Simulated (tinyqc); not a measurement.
Short-channel transistor, virtual-source model with series resistance: transfer curves at low and high drain voltage.

The current per gate width is the charge at the top of the source barrier (the virtual source) times its velocity times a saturation function; al and be are fitting constants of the model. Units: I in uA/um, Rs in ohm um, so I Rs = 1e-6 I Rs in volts; Q in uC/cm^2, so I = 1e-4 Q vx0 Fsat with vx0 in cm/s.

Intrinsic voltages Vg' = Vgs - I Rs, Vd' = Vds - 2 I Rs. n = n0 + nd Vd', VT = VT0 - dl Vd', Ff = 1/(1 + exp((Vg' - VT + al Vt/2)/(al Vt))), Q = Cinv n Vt ln(1 + exp((Vg' - VT + al Vt Ff)/(n Vt))), Vdsat = (vx0 L/mu)(1 - Ff) + Vt Ff, Fsat = u/(1 + u^be)^(1/be) with u = Vd'/Vdsat, and I = Q vx0 Fsat per width. I is solved self-consistently. Columns for Vds = 0.05 V and 1.2 V; gm = dI/dVgs at 1.2 V.

Parameters, values chosen for the exercise:
- T = 300 K (temperature)
- Cinv = 1.65 uF/cm^2 (inversion capacitance)
- vx0 = 2.02e7 cm/s (velocity at the virtual source)
- mu = 590 cm^2/(V s) (apparent mobility)
- L = 32 nm (channel length)
- VT0 = 0.35 V (threshold at zero drain voltage)
- dl = 0.036 V/V (drain-induced barrier lowering)
- n0 = 1.08 (subthreshold factor)
- nd = 0.2 1/V (growth of n with drain voltage)
- al = 3.5 (threshold shift (in units of Vt) from weak to strong inversion)
- be = 2 (sharpness of saturation)
- Rs = 70 ohm um (series resistance of each contact)

Constants: q = 1.602176634e-19 C, kB = 1.380649e-23 J/K, Vt = kB T/q. Results are converted to the units shown.

Transfer curves at low and high drain voltage:
```
Vgs (V)  I, low Vds (uA/um)  I, high Vds (uA/um)  gm (uS/um)
0                  0.007791               0.1744       4.851
0.15                 0.9737                8.481       194.8
0.3                   32.99                121.1        1467
0.45                  120.6                418.9        2329
0.6                   181.8                789.4        2561
0.75                  221.3                 1179        2625
0.9                   247.3                 1575        2640
1.05                  265.2                 1971        2641
1.2                   278.2                 2366        2636
```

Read the table: what changes, and by how much?

At Vds = 1.2 V the current spans 4.1 decades, from 0.174 to 2370 uA/um. Between the first two rows the swing is 88.9 mV a decade, against n Vt ln 10 = 78.6. At Vgs = 0 the higher drain voltage raises the current by a factor of 22.4, at Vgs = 1.2 V by 8.51. The transconductance rises from 4.85 to 2640 uS/um; Cinv vx0, its value in strong inversion and saturation without series resistance, is 3330 uS/um.

Computed by the program tinyqc: `OMP_NUM_THREADS=1 python tinyqc.py 2380068 2380069 out.jsonl`, one thread of a shared Intel Xeon 2.30GHz, about 0.01 s for the whole run.
